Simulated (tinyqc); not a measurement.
Changing the transverse velocity vT_2: thermal boundary conductance by the acoustic and diffuse mismatch models. Computed by tinyqc, a small Python program. Command: `OMP_NUM_THREADS=1 python tinyqc.py 3031198 3031199 out.jsonl kapitza sweep`. One thread of a shared host (Intel(R) Xeon(R) Processor @ 2.30GHz), about 0.01 s of CPU time with the checks.

Each side has one longitudinal and two transverse Debye branches, omega = v q up to q_D = (6 pi^2 n)^(1/3), with n counting all atoms. Scattering at the interface is elastic. Electrons are left out of G, also for metals. Melting is ignored. G refers to the temperatures of the phonons sent towards the interface. Linear branches over all atoms overstate G at high T, most for crystals with several atoms a cell.

Inputs (values chosen for the exercise, modelled on tungsten (side 1) and sapphire (side 2)):
```
quantity                    value     unit
density rho_1                18.8   g/cm^3
longitudinal velocity vL_1   5220      m/s
transverse velocity vT_1     2900      m/s
atom density n_1             62.1   1/nm^3
density rho_2                3.87   g/cm^3
longitudinal velocity vL_2  11000      m/s
atom density n_2              116   1/nm^3
conductivity kappa_2         35.6  W/(m K)
temperature T                 500        K
```

Structure: superlattice.

Constants: hbar = 1.054571817e-34 J s; k_B = 1.380649e-23 J/K.

Method:
- omega_c = v q_D for each branch, given as hbar omega_c/k_B; impedance Z = rho v.
- No mode conversion. t(theta) = 4 Z_1 Z_2 cos(theta_1) cos(theta_2)/N^2, with N = Z_2 cos(theta_1) + Z_1 cos(theta_2) for L (the form for pressure waves) and N = Z_1 cos(theta_1) + Z_2 cos(theta_2) for both T branches (the form for shear waves polarised along the interface); sin(theta_2) = (v_2/v_1) sin(theta_1), and t = 0 beyond the critical angle arcsin(v_1/v_2); the mean over the incoming flux is alpha = 2 int t sin(theta_1) cos(theta_1) d theta_1 (64 Gauss-Legendre points).
- A phonon forgets its side and branch: alpha(1 to 2) = S_2/(S_1 + S_2), S_i = 1/vL_i^2 + 2/vT_i^2.
- G = (k_B^4 T^3/(8 pi^2 hbar^3)) int W(x) x^4 e^x/(e^x - 1)^2 dx, x = hbar omega/(k_B T). Acoustic mismatch: W = sum over the three branches of alpha(1 to 2)/v_1^2, each up to the lower of its two cut-offs. Diffuse mismatch: W = S_1 S_2/(S_1 + S_2), where S_i sums 1/v^2 over the branches of side i still below their cut-off. Radiation limit: W = min(S_1, S_2). The integral is split at the four cut-offs (64 Gauss-Legendre points a piece, x at most 45).
- Boundary resistance R = 1/G and Kapitza length kappa_2/G use the diffuse value.

One run for each value; columns: (1) transverse velocity vT_2 (m/s); (2) diffuse alpha, 1 to 2; (3) G, diffuse mismatch (MW/(m^2 K)); (4) G, acoustic mismatch (MW/(m^2 K)); (5) G, radiation limit (MW/(m^2 K)):
```
(1)      (2)   (3)    (4)   (5)
2750  0.4984   931  934.0  1669
3220  0.4229   936  745.7  1438
3760  0.3529   991  617.5  1382
4400  0.2890  1046  527.5  1421
5150  0.2336   919  459.7  1278
6030  0.1873   801  406.7  1174
7050  0.1502   695  365.0  1099
8250  0.1206   600  331.6  1043
```

Describe and explain the trends.

Over the rows, diffuse alpha, 1 to 2 falls from 0.498 to 0.121 (exponent d ln y / d ln x -1.0 between the first rows and -1.4 between the last); G, diffuse mismatch (MW/(m^2 K)) goes from 931 through a maximum among these rows, 1050 at 4400, to 600; G, acoustic mismatch (MW/(m^2 K)) falls from 934 to 332 (exponent d ln y / d ln x -1.4 between the first rows and -0.61 between the last). A slower side 2 offers more states (S_2 ~ 1/v^2), which raises the diffuse transmission from side 1, but it also lowers its cut-off, which narrows the window of shared frequencies once it lies below the cut-offs of side 1.

Caution (all rows): at this temperature short waves carry the heat; linear branches up to q_D overstate their velocity, and inelastic processes, left out here, grow with T.

Extremes, crossings and ranges named in words are read from the listed rows.
